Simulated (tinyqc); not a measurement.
## Bandgap voltage reference from two bipolar transistors: output against temperature

Two transistors of area 1 and N carry the same current I. Is(T) = Is (T/T0)^eta exp[(Vg0 q/kB)(1/T0 - 1/T)], VBE1 = Vt ln(I/Is(T)) + I rb, VBE2 = Vt ln(I/(N Is(T))) + I rb/N. The amplifier forces I R1(T) = VBE1 - VBE2 + Vos, with R(T) = R (1 + tc (T - T0)) for both resistors, and the output is Vref = VBE1 + I R2(T). Base currents and the Early effect are neglected.

Vt = kB T/q; I = (Vt ln N + Vos)/(R1(T) - rb (1 - 1/N)).

Parameters, values chosen for the exercise; values of the order met in silicon bipolar transistors: reference temperature T0 = 300 K; band-gap voltage extrapolated to 0 K Vg0 = 1.151 V; temperature exponent of the saturation current eta = 3.6; saturation current of the unit transistor at T0 Is = 3.8e-17 A; area ratio of the second transistor N = 4; resistor across which the difference of VBE falls, at T0 R1 = 5 kohm; temperature coefficient of both resistors tc = 0 ppm/K; offset of the amplifier Vos = 0 mV; series resistance of the unit transistor rb = 0 ohm; output resistor at T0 R2 = 78.61 kohm.

Constants: q = 1.602176634e-19 C, kB = 1.380649e-23 J/K. Results are converted to the units shown.

Result of one run:
```
T (K)	I (uA)	VBE1 (V)	I R2 (V)	Vref (V)	Vref - Vref(T0) (mV)	dVref/dT (uV/K)
398	9.509	0.4893	0.7475	1.237	2.119	-8.554
```

What becomes of these results when the temperature T is changed from 398 to 273 K, all else the same?

Result of the changed run:
```
T (K)	I (uA)	VBE1 (V)	I R2 (V)	Vref (V)	Vref - Vref(T0) (mV)	dVref/dT (uV/K)
273	6.523	0.7201	0.5127	1.233	-1.760	75.91
```

The whole series:
```
T (K)	I (uA)	VBE1 (V)	I R2 (V)	Vref (V)	Vref - Vref(T0) (mV)	dVref/dT (uV/K)
218	5.209	0.8179	0.4094	1.227	-7.269	126.3
233	5.567	0.7915	0.4376	1.229	-5.487	111.4
253	6.045	0.7560	0.4752	1.231	-3.446	92.95
273	6.523	0.7201	0.5127	1.233	-1.760	75.91
298	7.120	0.6748	0.5597	1.235	-0.1111	56.28
323	7.717	0.6291	0.6067	1.236	1.067	38.23
348	8.315	0.5829	0.6536	1.236	1.812	21.52
373	8.912	0.5362	0.7006	1.237	2.153	5.981
398	9.509	0.4893	0.7475	1.237	2.119	-8.554
423	10.11	0.4419	0.7945	1.236	1.733	-22.20
```

VBE1 falls by 1.83 mV/K on average and I R2 rises by 1.88 mV/K. The slope of Vref vanishes at T = 383 K. Between 233 and 398 K Vref spans 7.67 mV, or 37.7 ppm/K by the box method (span over the average over T, over 165 K).

Computed by the program tinyqc: `OMP_NUM_THREADS=1 python tinyqc.py 2062177 2062178 out.jsonl`, one thread of a shared Intel Xeon 2.30GHz, about 0.02 s for the whole run.
